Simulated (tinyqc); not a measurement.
# Inductance and parasitic capacitance from two readings

Inverse problem. A loss-free coil L in parallel with C shows the apparent inductance L/(1 - w^2 L C), w = 2 pi f. Find L, C and the self-resonance 1/(2 pi sqrt(L C)).

apparent inductance at 9.2 and 17 GHz (nH): [1.6647902, 3.0639998]

Solution. The inverse of the reading is 1/L - w^2 C, a straight line in w^2.

L = 1.40 nH
C = 34.0 fF
self-resonance = 23.1 GHz

Program tinyqc, `OMP_NUM_THREADS=1 python tinyqc.py 2302064 2302065 out.jsonl`; Intel Xeon 2.30GHz, shared host, one thread, about 0.01 s.
